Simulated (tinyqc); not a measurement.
Anneal temperature: kinetics of strain relaxation and threading dislocations in mismatched semiconductor layers. Computed by tinyqc, a small Python program. Command: `OMP_NUM_THREADS=1 python tinyqc.py 3028599 3028600 out.jsonl threading walk`. One thread of a shared host (Intel(R) Xeon(R) Processor @ 2.30GHz), about 0.01 s of CPU time with the checks.

60-degree dislocations on {111} planes of a (001) layer, isotropic elasticity. The Schmid factor is 1/sqrt(6), and a misfit segment relieves strain with b/2.

Inputs (values chosen for the exercise, modelled on In(0.2)Ga(0.8)As on GaAs):

| quantity | value | unit |
|---|---|---|
| misfit f | 0.0134 | - |
| shear modulus G | 42.6 | GPa |
| Poisson ratio nu | 0.32 | - |
| Burgers vector b | 4.05 | angstrom |
| glide activation energy Q | 1.31 | eV |
| velocity prefactor v0 | 12000 | m/s per MPa |
| layer thickness h | 52 | nm |
| anneal temperature T | 574 | K |
| anneal time t | 100 | s |
| initial thread density rho_0 | 190000 | 1/cm^2 |
| multiplication constant delta | 6600 | 1/m |

Sources: multiplication.

Constants: k_B = 8.617333262e-05 eV/K.

Method:
- Excess resolved stress tau = (1/sqrt 6) [2 G (1 + nu)/(1 - nu)] (e - e_eq), e_eq = b (1 - nu/4) [ln(h/b) + 1]/(4 pi (1 + nu) h), the Matthews-Blakeslee strain of an uncapped layer; glide velocity v = v0 tau exp(-Q/(k_B T)), tau in MPa.
- Threads run in two directions, so de/dt = -(b/4) rho v, and they multiply as d rho/dt = delta rho v. With x = e - e_eq, x0 = f - e_eq (fully strained at t = 0) and v = m S x (m the mobility, S x = tau): rho = rho_0 + (4 delta/b)(x0 - x), so dx/dt = -k x (a - x), k = delta m S, a = x0 + b rho_0/(4 delta): a logistic law, x = a/[1 + (a/x0 - 1) exp(k a t)].
- The half time is that at which x = x0/2.

half time = 32.2981 s

excess stress tau = 733.988 MPa

equilibrium strain e_eq = 0.00252925

After the time t:

| T (K) | first velocity (micrometre/s) | relieved (%) | threads (1/cm^2) | half time (s) |
|---|---|---|---|---|
| 472 | 9.0646e-02 | 1.6529e-02 | 2.0171e+05 | 9.8802e+03 |
| 490 | 2.9592e-01 | 5.7814e-02 | 2.3097e+05 | 3.0265e+03 |
| 512 | 1.1223e+00 | 2.9373e-01 | 3.9814e+05 | 7.9797e+02 |
| 529 | 2.9141e+00 | 1.5478e+00 | 1.2868e+06 | 3.0733e+02 |
| 551 | 9.1795e+00 | 5.3701e+01 | 3.8243e+07 | 9.7565e+01 |
| 565 | 1.8185e+01 | 9.9779e+01 | 7.0894e+07 | 4.9249e+01 |
| 585 | 4.5626e+01 | 1.0000e+02 | 7.1051e+07 | 1.9629e+01 |
| 617 | 1.7560e+02 | 1.0000e+02 | 7.1051e+07 | 5.1002e+00 |

What follows from these numbers?

The half time follows exp(Q/(k_B T)), a decade for each 46 K near 551 K. Relief goes from 1.5 % at 529 K to 99.8 % at 565 K: with multiplication the onset is abrupt, after an incubation in which threads breed, and the final density is set by delta, not by rho_0. Caution: rows with more than 50 % relieved leave out blocking by crossing misfit lines, which slows real layers.

Extremes, crossings and ranges named in words are read from the listed rows.
